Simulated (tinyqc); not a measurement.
Vacuum evaporation: vapour pressure, source flux, thickness distribution, purity and step coverage. Inputs raised by 2 %, one at a time. Computed by tinyqc, a small Python program. Command: `OMP_NUM_THREADS=1 python tinyqc.py 3112947 3112948 out.jsonl evap sens`. One thread of a shared host (Intel(R) Xeon(R) Processor @ 2.30GHz), about 0.01 s of CPU time with the checks.

Molecular flow, unit sticking of the metal, no re-evaporation. The background gas is taken as water vapour (18.015 g/mol, collision diameter 0.37 nm) at 300 K.

Inputs (values chosen for the exercise, modelled on aluminium, with constants for the liquid):
```
quantity                    value    unit
molar mass M                26.98   g/mol
film density rho              2.7  g/cm^3
vapour-pressure constant A  10.92       -
vapour-pressure constant B  16260       K
source temperature T         1500       K
source area                  0.22    cm^2
directionality n                1       -
source-to-wafer distance h     28      cm
wafer radius R                7.5      cm
```

Constants: u = 1.6605390666e-27 kg; k_B = 1.380649e-23 J/K; R = 8.314462618 J/(mol K).

Method:
- log10(p_v/Pa) = A - B/T; flux from the surface Phi = p_v/sqrt(2 pi m k_B T), m = M u.
- Mass loss = Phi x area x m; heat of evaporation = ln(10) R B; d ln Phi/dT = ln(10) B/T^2 - 1/(2 T).
- A small source emits (n + 1) Phi area cos^n(phi)/(2 pi) per solid angle; on a parallel plane at height h and lateral distance l the arrival rate is (n + 1) Phi area/(2 pi h^2) x (1 + (l/h)^2)^(-(n + 3)/2). Growth rate = arrival rate x m/rho, m = M u. The wafer is fixed and centred above the source.

Runs; columns: (1) input moved; (2) from; (3) to; (4) growth rate at the centre (nm/s); (5) non-uniformity (max - min)/(max + min) (%); (6) share of the material that lands on the wafer, 1 - (1 + (R/h)^2)^(-(n + 1)/2) (%); (7) mass loss (g/h):
```
(1)                                (2)      (3)       (4)     (5)     (6)       (7)
base run                             -        -  0.023338  6.9180  6.6944  0.055872
source temperature T (K)          1500     1530  0.037697  6.9180  6.6944  0.090249
source area (cm^2)                0.22   0.2244  0.023805  6.9180  6.6944  0.056989
source-to-wafer distance h (cm)     28    28.56  0.022432  6.6589  6.4513  0.055872
wafer radius R (cm)                7.5     7.65  0.023338  7.1867  6.9461  0.055872
directionality n                     1     1.02  0.023571  6.9525  6.7591  0.055872
vapour-pressure constant B (K)   16260  16585.2  0.014166  6.9180  6.6944  0.033915
```

Exponents ln(y'/y) / ln(x'/x); columns: (1) input; (2) growth rate at the centre; (3) non-uniformity (max - min)/(max + min); (4) share of the material that lands on the wafer, 1 - (1 + (R/h)^2)^(-(n + 1)/2); (5) mass loss:
```
(1)                             (2)     (3)     (4)      (5)
source temperature T         24.215   0.000   0.000   24.215
source area                   1.000   0.000   0.000    1.000
source-to-wafer distance h   -2.000  -1.928  -1.869    0.000
wafer radius R                0.000   1.925   1.864    0.000
directionality n              0.502   0.251   0.485    0.000
vapour-pressure constant B  -25.209   0.000   0.000  -25.209
```

Among the inputs moved here: growth rate at the centre answers most in size to vapour-pressure constant B (exponent -25.209), next to source temperature T (+24.215); its exponent is below 0.0005 for wafer radius R. Its exponent -2.000 in source-to-wafer distance h: a point source. Non-uniformity (max - min)/(max + min) answers most in size to source-to-wafer distance h (exponent -1.928), and about equally to wafer radius R (+1.925); its exponent is below 0.0005 for source temperature T, source area, vapour-pressure constant B. share of the material that lands on the wafer, 1 - (1 + (R/h)^2)^(-(n + 1)/2) answers most in size to source-to-wafer distance h (exponent -1.869), and about equally to wafer radius R (+1.864); its exponent is below 0.0005 for source temperature T, source area, vapour-pressure constant B. mass loss answers most in size to vapour-pressure constant B (exponent -25.209), next to source temperature T (+24.215); its exponent is below 0.0005 for source-to-wafer distance h, wafer radius R, directionality n.
